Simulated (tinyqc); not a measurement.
Admittance spectroscopy of a deep trap: two steps of the calculation.

Schottky contact on an n-type layer with shallow donors Nd (all ionised) and a donor-like deep trap, neutral when filled and positive when empty; depletion approximation. Traps within lam of the depletion edge stay filled. The traps at xt = W - lam, where the level crosses the Fermi level, follow a slow signal and not a fast one. w = 2 pi f.

Parameters, values chosen for the exercise; material values close to those of silicon:
- eps_r = 11.6 (relative permittivity)
- Nc = 2.77e19 cm^-3 (conduction-band density of states at 300 K)
- vth = 2.3e7 cm/s (thermal velocity at 300 K)
- Nd = 5.4e15 cm^-3 (shallow donor density)
- Vbi = 0.81 V (built-in voltage)
- Et = 0.22 eV (depth of the trap below the conduction edge)
- sn = 9e-17 cm^2 (capture cross-section)
- Nt = 4.2e15 cm^-3 (trap density)
- Vr = 0.7 V (reverse bias)
- f = 2e5 Hz (signal frequency)
- T = 241 K (temperature)

Constants: q = 1.602176634e-19 C, kB = 1.380649e-23 J/K, eps0 = 8.8541878128e-14 F/cm where lengths are in cm. Results are converted to the units shown.

Problem 1. Widths and limiting capacitances. lam = sqrt(2 eps0 eps_r (EF - ET)/(q Nd)), EF - ET = Et - (kB T/q) ln(Nc(T)/Nd), Nc(T) = Nc (T/300 K)^1.5. In the steady state at the band bending V, 2 eps0 eps_r V/q = Nd W^2 + Nt (W - lam)^2 (the second term only if W > lam). V = Vbi + Vr. C_HF = eps0 eps_r/W, C_LF = eps0 eps_r (Nd + Nt)/(Nd W + Nt xt).

Wanted: lam; W; xt; C_HF; C_LF.

Solution 1.

lam = 108.31 nm
W = 493.23 nm
xt = 384.92 nm
C_HF = 20.824 nF/cm^2
C_LF = 23.037 nF/cm^2

The step is 10.6 % of C_HF.

Problem 2. Admittance at the signal frequency. Emission rate en = sn vth(T) Nc(T) exp(-Et/kB T) = sn g T^2 exp(-Et/kB T), g = vth Nc/(300 K)^2, as vth goes as T^0.5 and Nc as T^1.5 (degeneracy factor 1). Inflection frequency w0 = 2 en [1 + Nt xt/(Nd W)]; C = C_HF + (C_LF - C_HF)/(1 + (w/w0)^2), G/w = (C_LF - C_HF)(w/w0)/(1 + (w/w0)^2).

W = 493.23101 nm
xt = 384.92294 nm
C_HF = 20.823626 nF/cm^2
C_LF = 23.036772 nF/cm^2

Give: en; w0/(2 pi); C; G/w.

Solution 2.

en = 9.281e5 1/s
w0/(2 pi) = 4.748e5 Hz
C = 22.70 nF/cm^2
G/w = 0.7918 nF/cm^2

The signal is slower than the trap, which mostly follows it.

Numbers from tinyqc (`OMP_NUM_THREADS=1 python tinyqc.py 2050160 2050161 out.jsonl`; about 0.01 s on one thread of a shared Intel Xeon 2.30GHz).
